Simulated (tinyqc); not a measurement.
Limits of the phonon part: Bloch-Grueneisen resistivity of a metal. Computed by tinyqc, a small Python program. Command: `OMP_NUM_THREADS=1 python tinyqc.py 3001660 3001661 out.jsonl bg walk`. One thread of a shared host (Intel(R) Xeon(R) Processor @ 2.30GHz), about 0.01 s of CPU time with the checks.

Electrons scatter from a Debye spectrum of phonons (n = 5 for scattering within one band, n = 3 for scattering into a second, heavy band) and from static defects.

Inputs (values chosen for the exercise, modelled on copper):
```
quantity                      value         unit
exponent n                        5            -
Debye temperature Theta         342            K
transport coupling lambda_tr   0.11            -
Drude plasma energy hbar w_p    8.6           eV
residual resistivity rho_0     0.92  microohm cm
```

Addition: none.

Constants: k_B = 1.380649e-23 J/K; hbar = 1.054571817e-34 J s; eps_0 = 8.8541878128e-12 F/m; hbar = 6.582119569e-16 eV s.

Method:
- J_n(y) = int_0^y x^n e^x/(e^x - 1)^2 dx, by 96 Gauss-Legendre points (upper limit at most 60).
- rho_ph = (n - 1) rho_1 (T/Theta)^n J_n(Theta/T), with rho_1 = 2 pi lambda_tr k_B Theta/(hbar eps_0 w_p^2), the high-temperature line at T = Theta.
- Matthiessen's rule: rho = rho_0 + rho_ph.
- Low T: (n - 1) n! zeta(n) rho_1 (T/Theta)^n. High T: rho_1 (T/Theta) [1 - (n - 1)/(12 (n + 1)) (Theta/T)^2].

Resistivities (microohm cm):
```
T (K)      rho_ph   low-T law  straight line  line with correction  total rho
10     2.1780e-05  2.1780e-05         0.0599                     -     0.9200
17     3.0922e-04  3.0924e-04         0.1018                     -     0.9203
27     3.0850e-03  3.1251e-03         0.1616                     -     0.9231
41     2.1292e-02  2.5233e-02         0.2454                     -     0.9413
68     1.2951e-01  3.1666e-01         0.4071                     -     1.0495
120    4.7240e-01  5.4195e+00         0.7184                0.3942     1.3924
170    8.1961e-01  3.0924e+01         1.0177                0.7889     1.7396
270    1.4805e+00  3.1251e+02         1.6163                1.4723     2.4005
410    2.3620e+00  2.5233e+03         2.4544                2.3595     3.2820
680    4.0141e+00  3.1666e+04         4.0708                4.0135     4.9341
```

What does the comparison show, and why?

The low-T law holds to 10 % up to 27 K, the straight line from 270 K on. The local exponent of rho_ph falls from 5.00 to 1.05. Phonons overtake the residual resistivity between 170 and 270 K.

Extremes, crossings and ranges named in words are read from the listed rows.
